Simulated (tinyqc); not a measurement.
Nanosheet or nanowire with hard walls, valleys of the Ge type: sweeps and comparisons. A value that a table varies takes the place of the one given here.

Four ellipsoidal valleys along <111>: inverse mass tensor w = 1/mt + (1/ml - 1/mt) a a^T with a the unit axis. Device axes: x along the channel, z = [001], y = z x x. The Gamma and Delta valleys are left out; the heavy Delta valleys, about 0.18 eV up, lie lowest once the L levels pass about 0.2 eV.

Hard walls around a W x H rectangle. The block w_c of w in (y, z) confines; the transport mass follows from 1/m_x = w_xx - w_xc w_c^-1 w_cx. The cross-section problem c (w_yy ky^2 + 2 w_yz ky kz + w_zz kz^2), c = hbar^2/2m0, is solved in products sin(n pi y/W) sin(l pi z/H), n, l = 1 to 12; if w_yz = 0 the levels are c pi^2 (w_yy n^2/W^2 + w_zz l^2/H^2). The w_yz term couples (n, l) to (n', l') by -2 c w_yz D_nn'(W) D_ll'(H) with D_nm(L) = 4 n m/(L (n^2 - m^2)) for n + m odd and 0 otherwise.

Without degeneracy the line density is N1 exp((EF - Ec)/kB T) with N1 = sum 2 g sqrt(m_x kB T/(4 pi c)) exp(-E/kB T), here over n, l up to 80 where w_yz = 0 and over all levels of a 12 x 12 sine basis otherwise; the classical value is W H Nc with Nc = 2 g_all (m_dos kB T/(4 pi c))^(3/2), m_dos = (ml mt^2)^(1/3); dVt = kB T ln(W H Nc/N1).

Constants: hbar^2/2m0 = 3.80998211 eV angstrom^2; kB = 8.617333262e-05 eV/K.

Parameters, chosen for this exercise (near those of Ge; the results hold for these values, not for the real material):
- ml = 1.621 m0 (longitudinal mass)
- mt = 0.082 m0 (transverse mass)
- T = 300 K (temperature)
- g_all = 4 (number of valleys)
- channel = 110 (transport direction x on a (001) wafer)
- H = 76 angstrom (height, along z = [001])
- Ws = (30, 40, 50, 65, 85, 110, 140) angstrom (widths)
- W = 115 angstrom (width, along y)

## From wire to sheet

Valleys:
```
group  valleys g      w_yy     w_zz   |w_yz|  m_x (m0)
A              2   4.47631  8.33572  5.45802   0.08200
B              2  12.19512  8.33572  0.00000   1.10800
```

Lowest level of each group (groups ordered by w_zz, then w_yy) and dVt against the width.

Results:
```
W (angstrom)  A1 (eV)  B1 (eV)  dVt (mV)
30             0.2054   0.5638     199.4
40             0.1274   0.3409     129.3
50             0.0939   0.2377     101.0
65             0.0730   0.1628      82.5
85             0.0632   0.1177      69.7
110            0.0588   0.0922      60.8
140            0.0568   0.0777      55.4
```

dVt falls from 199 to 55 mV. Group A is lowest at every width, by 358 meV in the narrowest and 21 meV in the widest. At the widest W the lowest level is 0.0568 eV; the film limit c pi^2 w_zz/H^2 of that group is 0.0543 eV.

## Channel direction

The same rectangle along [100] and [110]; groups ordered by w_zz, then w_yy.

Lowest level of each group:
```
channel, group  valleys g    w_yy   w_zz  |w_yz|  m_x (m0)  E (eV)
[100] A                 4   8.336  8.336   3.859     0.595  0.0750
[110] A                 2   4.476  8.336   5.458     0.082  0.0584
[110] B                 2  12.195  8.336   0.000     1.108  0.0889
```

The lowest subband has m_x = 0.595 m0 and 4 valleys along [100], and 0.082 m0 and 2 valleys along [110]; its edge lies at 0.0750 and 0.0584 eV. At equal energy above the edge the carriers of the [110] channel are faster by a factor 2.69.

## What each parameter does

E1 and E2 are the two lowest subband edges over all groups. Each row changes one parameter from the base and keeps the others.

Results:
```
case              E1 (eV)  E2 - E1 (meV)  m_x of lowest (m0)  dVt (mV)
base               0.0584           11.9               0.082      59.6
W = 105 angstrom   0.0594           14.8               0.082      62.2
H = 70 angstrom    0.0679           11.6               0.082      67.0
T = 270 K          0.0584           11.9               0.082      59.0
ml = 1.783 m0      0.0579           11.1               0.082      59.5
mt = 0.09 m0       0.0536           11.7               0.090      55.1
```

The largest shifts from the base row, up to three for each result and ties (the steps differ in size, so this ranks the rows, not the parameters). E1 (eV): H +0.0095, mt -0.0048, W +0.0011; unchanged at the printed digits by T. E2 - E1 (meV): W +2.9, ml -0.8, H -0.4; unchanged at the printed digits by T. m_x of lowest (m0): mt +0.008; unchanged at the printed digits by W, H, T and ml. dVt (mV): H +7.4, mt -4.6, W +2.5.

(tinyqc, `OMP_NUM_THREADS=1 python tinyqc.py 1251506 1251507 out.jsonl`, Intel(R) Xeon(R) Processor @ 2.30GHz, 1 thread, shared host, about 0.1 s.)
